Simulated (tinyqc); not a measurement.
Tight binding, kagome lattice, step by step. One step of it, computed by the program tinyqc.

Problem. Levels at K. Diagonalise the Hermitian matrix.

H(k) at K (eV), lower triangle (Hermitian):
```
,A,B,C
A,0.000000
B,-0.635000-1.099852i,0.000000
C,-0.635000+1.099852i,-0.635000-1.099852i,0.000000
```

Give: eigenvalues.

Solution.

eigenvalues (eV): -1.2700  -1.2700  2.5400
